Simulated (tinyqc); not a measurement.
Kinetics of strain relaxation and threading dislocations in mismatched semiconductor layers: one step, computed by the program tinyqc.

60-degree dislocations on {111} planes of a (001) layer, isotropic elasticity. The Schmid factor is 1/sqrt(6), and a misfit segment relieves strain with b/2.

Task: Graded buffer. In steady grading, strain is fed at R_f R_g and relieved at (b/4) rho v. As a glide-limited estimate, the driving stress is taken as the mean stress of the strained top zone, whose depth z solves R_f z/2 = e_eq(z), with strain R_f z at the surface; tau_g = S R_f z/2 is its mean; then rho = 4 R_f R_g/(b m tau_g), m = v0 exp(-Q/(k_B T_g)), S = (1/sqrt 6) 2 G (1 + nu)/(1 - nu), e_eq(z) = b (1 - nu/4) [ln(z/b) + 1]/(4 pi (1 + nu) z).

Inputs (values chosen for the exercise, modelled on Ge on Si):
```
quantity                                  value          unit
misfit f                                 0.0447             -
shear modulus G                            56.2           GPa
Poisson ratio nu                           0.26             -
Burgers vector b                              4      angstrom
glide activation energy Q                  1.57            eV
velocity prefactor v0                     32000   m/s per MPa
grading rate (misfit per thickness) R_f   0.003  1/micrometre
growth temperature of the buffer T_g        669             K
growth rate R_g                            0.16          nm/s
```

Constants: k_B = 8.617333262e-05 eV/K.

Give: depth z of the strained zone; stress tau_g; thread density of the buffer; buffer thickness f/R_f.

Result:

depth z of the strained zone = 349.9 nm

stress tau_g = 41.01 MPa

thread density of the buffer = 2.458e+05 1/cm^2

buffer thickness f/R_f = 14.9 micrometre

Raising T_g by 50 K would lower this density by a factor 6.6: fast glide lets few threads do the work.
